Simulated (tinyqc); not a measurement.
The same stress in different states: Raman shift of the zone-centre optical phonon of a diamond-structure crystal under stress. Computed by tinyqc, a small Python program. Command: `OMP_NUM_THREADS=1 python tinyqc.py 3008712 3008713 out.jsonl ramanstress walk`. One thread of a shared host (Intel(R) Xeon(R) Processor @ 2.30GHz), about 0.01 s of CPU time with the checks.

Axes x, y, z are the cube axes. Strain shifts the threefold optical mode and can split it; p, q and r are the phonon deformation potentials.

Inputs (values chosen for the exercise, modelled on silicon):
```
quantity                          value  unit
unstrained frequency omega_0      521.4  1/cm
p/omega_0^2                       -1.88     -
q/omega_0^2                       -2.36     -
r/omega_0^2                      -0.732     -
C11                               166.4   GPa
C12                               63.48   GPa
C44                               78.97   GPa
stress sigma (tension positive)    -1.2   GPa
```

Stress state: hydrostatic. Axis: none.

Method:
- S11 = (C11 + C12)/D, S12 = -C12/D, D = (C11 - C12)(C11 + 2 C12), S44 = 1/C44.
- eps_xx = S11 sigma_xx + S12 (sigma_yy + sigma_zz), and cyclic; eps_xy = S44 sigma_xy/2 (tensor strain).
- Secular matrix: M_xx = p eps_xx + q (eps_yy + eps_zz), M_xy = 2 r eps_xy; its eigenvalues are omega^2 - omega_0^2, and the shifts are these over 2 omega_0.
- Uniaxial: sigma n n^T; biaxial: sigma (1 - n n^T); hydrostatic: sigma 1. The line seen from (001) is taken as unresolved, at the intensity-weighted shift M_zz/(2 omega_0).

S44 = 12.6630 1/TPa

S11 = 7.61378 1/TPa

S12 = -2.10250 1/TPa

Shifts (1/cm):
```
state                  lowest  middle  highest  line seen from (001)
uniaxial [100]         1.3734  2.8324   2.8324                2.8324
uniaxial [110]         0.6530  2.8324   3.5528                2.8324
uniaxial [001]         1.3734  2.8324   2.8324                1.3734
uniaxial [111]         1.3795  1.3795   4.2793                2.3461
biaxial, normal [001]  4.2058  4.2058   5.6649                5.6649
biaxial, normal [111]  2.7590  5.6588   5.6588                4.6922
hydrostatic            7.0383  7.0383   7.0383                7.0383
```

What does the comparison show, and why?

Seen from (001), uniaxial stress along [100] and along [110] give the same shift (2.832), and equal biaxial stress in the plane gives twice as much (5.665), since only sigma_xx + sigma_yy and sigma_zz enter M_zz. Stress along [001] gives 1.373. One measured shift therefore fixes the stress only once its state is assumed: read as uniaxial in the plane, a shift implies twice the stress that it does read as biaxial.

Extremes, crossings and ranges named in words are read from the listed rows.
